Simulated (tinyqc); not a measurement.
# Capacitance measurement on a leaky thin oxide: effects of series resistance and leakage: what changes with what

The device is a capacitance C in parallel with a leakage conductance G, in series with Rs and Ls. An impedance meter reports either a parallel pair (Cp, Gp) from Y = 1/Z = Gp + i w Cp or a series pair (Cs, Rm) from Z = Rm + 1/(i w Cs); w = 2 pi f, dissipation D = Gp/(w |Cp|).

Parameters, values chosen for the exercise; values of the order met in thin-oxide MOS capacitors:
- eox = 3.9 (relative permittivity of the gate insulator (close to silicon dioxide))
- tox = 2.9 nm (insulator thickness)
- A = 10000 um^2 (gate area)
- zc = 0.46 nm (oxide-equivalent thickness added by the accumulation layer)
- zp = 0 nm (oxide-equivalent thickness added by gate depletion)
- Jg = 1.8 A/cm^2 (gate leakage current density, not matched to the thickness)
- Vs = 0.37 V (voltage for an e-fold rise of the leakage)
- Rs = 13 ohm (series resistance)
- Ls = 0 nH (series inductance)
- f = 1e6 Hz (measuring frequency)

Constants: eps0 = 8.8541878128e-14 F/cm where lengths are in cm. Results are converted to the units shown.

Each table varies one quantity; the others keep the values above.

## Readings against frequency

EOT = 3.9 tox/eox; CET = EOT + zc + zp; C = 3.9 eps0 A/CET; G = Jg A/Vs. Z = Rs + i w Ls + 1/(G + i w C); CET read from Cp = 3.9 eps0 A/Cp; errors under 0.001 % are printed as 0.

The same in every row: C (pF) = 102.77.

Results:
```
f (Hz),Cp (pF),Cs (pF),D,error of Cp (%),error of Cs (%),CET read from Cp (nm)
1000,101.48,5.8332e7,758.15,-1.25,5.68e7,3.4026
3000,101.48,6.4814e6,252.72,-1.25,6.31e6,3.4026
10000,101.48,5.8342e5,75.815,-1.25,5.68e5,3.4026
30000,101.48,64916,25.272,-1.25,6.31e4,3.4026
1e5,101.48,5936.0,7.5823,-1.25,5680,3.4026
1e6,101.48,161.10,0.76654,-1.26,56.8,3.4029
3e6,101.42,109.25,0.27790,-1.31,6.31,3.4048
1e7,100.78,103.36,0.15976,-1.94,0.568,3.4263
3e7,95.503,102.84,0.27711,-7.07,0.0631,3.6157
```

Estimate the missing row, f = 3e5 Hz.

Computed row:
```
f (Hz),Cp (pF),Cs (pF),D,error of Cp (%),error of Cs (%),CET read from Cp (nm)
3e5,101.48,750.91,2.5297,-1.25,631,3.4027
```

With this row back in the table: D goes from 758 through a minimum of 0.160 (at f = 1e7 Hz among the rows listed) to 0.277; without inductance its minimum lies at f = sqrt(G (1 + G Rs)/Rs)/(2 pi C) = 9.50e6 Hz. The error of Cp goes from -1.25 to -7.07 % and that of Cs from 5.68e7 to 0.0631 %; at low frequency Cp tends to C/(1 + G Rs)^2 and Cs grows as 1 + (G/(w C))^2. One of the two readings is within 2 % of C for f = 1000, 3000, 10000, 30000, 1e5, 3e5, 1e6, 3e6, 1e7, 3e7 Hz. For f = 1000, 3000, 10000, 30000, 1e5, 3e5 D exceeds 1, where the accuracy of real meters degrades in proportion to sqrt(1 + D^2).

## Effect of the gate leakage current density, not matched to the thickness

Same model as above.

The same in every row: C (pF) = 102.77.

Effect of the gate leakage current density, not matched to the thickness:
```
Jg (A/cm^2),Cp (pF),Cs (pF),D,error of Cp (%),error of Cs (%),CET read from Cp (nm)
1e-5,102.76,102.77,0.0083987,-7.05e-3,0,3.3602
0.0001,102.76,102.77,0.0084364,-7.12e-3,0,3.3602
0.001,102.76,102.77,0.0088131,-7.75e-3,0,3.3603
0.02,102.75,102.78,0.016766,-0.0211,7.01e-3,3.3607
0.2,102.62,103.49,0.092163,-0.147,0.701,3.3650
2,101.34,174.79,0.85137,-1.40,70.1,3.4076
30,84.102,16306,13.888,-18.2,1.58e4,4.1059
300,24.358,1.6204e6,257.92,-76.3,1.58e6,14.177
```

As Jg goes from 1e-5 to 300, the error of Cp goes from -0.00705 to -76.3 %, that of Cs from 0 to 1.58e6 %, and D rises from 0.00840 to 258. The CET read from Cp goes from 3.36 to 14.2 nm against the true 3.36 nm. For Jg = 30, 300 D exceeds 1, where the accuracy of real meters degrades in proportion to sqrt(1 + D^2).

Numbers from tinyqc (`OMP_NUM_THREADS=1 python tinyqc.py 2022176 2022177 out.jsonl`; about 0.01 s on one thread of a shared Intel Xeon 2.30GHz).
